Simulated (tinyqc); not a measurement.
Two-dimensional electron gas with Rashba and Dresselhaus coupling: one step. The matrix. Two cases, with inputs chosen for the exercise.

Problem. H = [[E0, Bx - i By], [Bx + i By, E0]] in meV; diagonalise. Precession period h/(2|B|) = 2 pi hbar/(splitting).

Constants: hbar = 6.58211957e-16 eV s.

Give: H; levels; period.

Case 1.

E0 = 58.16338 meV

Bx, By (meV): [2.649357, -2.649357]

Solution.

H (meV), rows up, down and columns alike:
```
[[58.1634, 2.6494+2.6494i],
 [2.6494-2.6494i, 58.1634]]
```

levels (meV): [54.4166, 61.9101]

period = 0.552 ps

Case 2.

E0 = 68.53854 meV

Bx, By (meV): [7.846539, -4.944026]

Solution.

H (meV), rows up, down and columns alike:
```
[[68.5385, 7.8465+4.9440i],
 [7.8465-4.9440i, 68.5385]]
```

levels (meV): [59.2643, 77.8128]

period = 0.223 ps

Computed by tinyqc, one run a case: `OMP_NUM_THREADS=1 python tinyqc.py N N+1 out.jsonl` with N = 1482628, 1482890; one thread of a shared Intel(R) Xeon(R) Processor @ 2.30GHz, about 0.01 s a run at most.
